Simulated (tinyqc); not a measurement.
Inside a calculation. Model: sub-threshold conduction and electro-thermal threshold of an amorphous chalcogenide.

tinyqc, about 0.01 s, one thread, Intel Xeon 2.30GHz (shared host): `OMP_NUM_THREADS=1 python tinyqc.py 2490016 2490017 out.jsonl` Printed values are rounded.

Trap-limited conduction: I = I0 exp(-Ea/kB T) sinh(q V dz/(2 ua kB T)), I0 = 2 q A Nt dz/ta. One lumped temperature T = T0 + Rt I V. The threshold is the largest V for which a steady state exists on the low-current branch.

Parameters, values chosen for the exercise; values of the order of Ge-Sb-Te and related chalcogenides: ambient temperature T0 = 330 K; cross-section A = 500 nm^2; amorphous thickness ua = 34 nm; distance between traps dz = 5.9 nm; activation energy Ea = 0.33 eV; trap density Nt = 4.6e19 cm^-3; attempt time ta = 2e-14 s; thermal resistance Rt = 4.7 K/uW; voltage across the amorphous layer V = 1.23 V.

Constants: q = 1.602176634e-19 C, kB = 1.380649e-23 J/K. Results are converted to the units shown.

Range of the model: Purely electronic switching mechanisms, filaments and series resistance are left out.

## Isothermal quantities

I0, the low-field resistance 2 ua kB T0 exp(Ea/kB T0)/(q dz I0), the slope voltage V0 = 2 ua kB T0/(q dz), and I at V without heating.

I0 = 2.17415 mA
low-field resistance = 16.5208 Mohm
V0 = 0.327751 V
I without heating = 0.422752 uA

## Iteration 1: self-heating

T at the start = 330 K

I at the present T, then T(new) = T0 + Rt I V.

I = 0.422752 uA
T after iteration 1 = 332.444 K

## Iteration 2: self-heating

As before.

I = 0.447858 uA
T after iteration 2 = 332.589 K

## Course of the iteration

Stop when T changes by less than 1e-7 K; give up above 900 K or after 200 iterations.

Course of the iteration:
```
iteration,T(new) (K),I (uA),change (K)
1,332.444,0.422752,2.44
2,332.589,0.447858,0.145
3,332.598,0.449383,8.82e-3
4,332.598,0.449476,5.36e-4
5,332.598,0.449481,3.26e-5
6,332.598,0.449481,1.98e-6
7,332.598,0.449482,1.21e-7
8,332.598,0.449482,7.34e-9
```

Converged in 8 iterations. The loop gain dT(new)/dT is 0.061; it reaches 1 at the threshold, 1.860 V.
